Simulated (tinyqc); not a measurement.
Effective mass of the split-off band from tabulated energies: one step. Finite differences. Two cases, with inputs chosen for the exercise.

Problem. The band is even in k. m = c k^2/E(k) from the points 1, 2, 4 (k = 0 is point 0); Richardson from points 1 and 2: c/m = [16 E(k1) - E(k2)]/(12 k1^2).

c = hbar^2/2m0. A uniform scatter of up to 0.1 meV has been added to mimic numerical noise.
Constants: hbar^2/2m0 = 3.80998211 eV angstrom^2.

Give: m from points 1, 2, 4; m by Richardson.

Case 1.

Energies along [111], from the band edge downward:

| k (1/angstrom) | E (meV) |
|---|---|
| 0.0000000 | 0.000000 |
| 0.0170000 | 4.333100 |
| 0.0340000 | 17.440300 |
| 0.0510000 | 39.879500 |
| 0.0680000 | 72.224500 |
| 0.0850000 | 115.582800 |
| 0.1020000 | 170.701200 |
| 0.1190000 | 238.562100 |
| 0.1360000 | 319.777400 |

reference mass (curvature of the model at k = 0.0001 1/angstrom) = 0.2554983 m0

Solution.

m from points 1, 2, 4 (m0): 0.25411  0.25254  0.24392

m by Richardson = 0.25464 m0

Errors against the reference: -0.54, -1.16 and -4.53 % and -0.34 %. With a scatter of 0.1 meV, 2 % of the first energy, the errors from points 1 and 2 are partly noise, which the extrapolation cannot remove.

Case 2.

Energies along [100], from the band edge downward:

| k (1/angstrom) | E (meV) |
|---|---|
| 0.0000000 | 0.000000 |
| 0.0055000 | 1.368900 |
| 0.0110000 | 5.390900 |
| 0.0165000 | 12.549900 |
| 0.0220000 | 22.655200 |
| 0.0275000 | 36.314300 |
| 0.0330000 | 53.898200 |
| 0.0385000 | 75.623600 |
| 0.0440000 | 101.752500 |

reference mass (curvature of the model at k = 0.0001 1/angstrom) = 0.0854261 m0

Solution.

m from points 1, 2, 4 (m0): 0.08419  0.08552  0.08140

m by Richardson = 0.08376 m0

Errors against the reference: -1.44, +0.11 and -4.72 % and -1.95 %. The extrapolation does not help: a scatter of 0.1 meV is 7 % of the first energy, and the formula weights that point by 4/3.

Computed by tinyqc, one run a case: `OMP_NUM_THREADS=1 python tinyqc.py N N+1 out.jsonl` with N = 1850075, 1850158; one thread of a shared Intel(R) Xeon(R) Processor @ 2.30GHz, about 0.01 s a run at most.
